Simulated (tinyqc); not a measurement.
Wannier-Stark ladder of a miniband: sweeps and comparisons. A value that a table varies takes the place of the one given here.

One state in each well j = -(Nw - 1)/2 ... (Nw - 1)/2: H_jj = j e F d, H_(j,j+1) = -W/4; 1 kV/cm = 0.01 meV/angstrom. In an infinite chain the levels are j e F d and the state of well 0 has amplitude J_j(x) in size on well j, x = W/(2 e F d).

Constants: hbar = 6.58211957e-16 eV s.

Values chosen for the exercise (near those of an InGaAs/InAlAs superlattice; shifted at random, so the results belong to these values and not to a real crystal):
```
symbol  value                            unit      meaning
W       40                               meV       miniband width
d       88                               angstrom  period
Nw      9                                          wells
Fs      (4.4, 6.1, 8.3, 12, 18, 31, 66)  kV/cm     fields
G       2                                meV       hbar/tau
F       10                               kV/cm     field
```

## Raising the field

Infinite-chain weights beside the middle spacing of the finite stack.

Results:
```
F (kV/cm)  e F d (meV)      x  J_0^2  J_1^2  J_2^2  middle spacing/(e F d)
4.4               3.87  5.165  0.015  0.117  0.000                  1.4716
6.1               5.37  3.726  0.160  0.002  0.179                  1.1411
8.3               7.30  2.738  0.025  0.185  0.224                  1.0290
12               10.56  1.894  0.081  0.338  0.108                  1.0027
18               15.84  1.263  0.409  0.264  0.030                  1.0001
31               27.28  0.733  0.757  0.117  0.004                  1.0000
66               58.08  0.344  0.942  0.029  0.000                  1.0000
```

What does this show?

J_0 vanishes at x = 2.405, F = 9.5 kV/cm, where the line at j = 0 disappears; J_0^2 overtakes J_1^2 for good at x = 1.435, F = 15.8 kV/cm, and reaches 0.94 in the last row. The 9 wells reproduce the middle spacing of the even ladder to 1 % from 12 kV/cm on, where the swing W/(e F d) = 2x is 3.8 periods. The lines are seen apart only where e F d exceeds their width, usually a few meV.

## Drift velocity with scattering

Esaki-Tsu: v = v0 y/(1 + y^2), y = e F d/G, v0 = W d/(2 hbar), at zero temperature; 1 angstrom/s = 1e-8 cm/s, 1 kV/cm = 0.01 meV/angstrom. The last column is dv/dF in cm^2/(V s).

Results:
```
y    F (kV/cm)  v (1e6 cm/s)  dv/dF
0.1       0.23          2.65  11418
0.3       0.68          7.36   9011
0.6       1.36         11.80   4071
1.0       2.27         13.37      0
1.5       3.41         12.34  -1392
2.5       5.68          9.22  -1175
4.0       9.09          6.29   -611
```

v0 = 26.74 x 1e6 cm/s
field at y = 1 = 2.27 kV/cm

How do the results move?

The velocity peaks at v0/2 = 13.37 x 1e6 cm/s at 2.27 kV/cm and then falls: negative differential velocity, steepest at y = sqrt3 with -v0/(8 Fc) = -1471 cm^2/(V s). The low-field mobility is v0/Fc = 11765 cm^2/(V s). At the peak the swing is W/G = 20.0 periods, so the semiclassical picture holds.

## What each parameter does

e F d, x, J_0(x)^2 and the lowest level of the finite stack. Each row changes one parameter from the base and keeps the others.

Results:
```
case             e F d (meV)      x  J_0^2  lowest level (meV)
base                    8.80  2.273  0.005              -43.25
W = 32 meV              8.80  1.818  0.109              -40.82
d = 80 angstrom         8.00  2.500  0.002              -40.50
F = 14 kV/cm           12.32  1.623  0.195              -55.79
Nw = 11                 8.80  2.273  0.005              -52.05
```

How do the results move?

The largest shifts from the base row, up to three for each result and ties (the steps differ in size, so this ranks the rows, not the parameters). e F d (meV): F +3.52, d -0.80; unchanged at the printed digits by W and Nw. x: F -0.649, W -0.455, d +0.227; unchanged at the printed digits by Nw. J_0^2: F +0.190, W +0.104, d -0.003; unchanged at the printed digits by Nw. lowest level (meV): F -12.54, Nw -8.80, d +2.76.

(tinyqc, `OMP_NUM_THREADS=1 python tinyqc.py 1281785 1281786 out.jsonl`, Intel(R) Xeon(R) Processor @ 2.30GHz, 1 thread, shared host, about 0.01 s.)
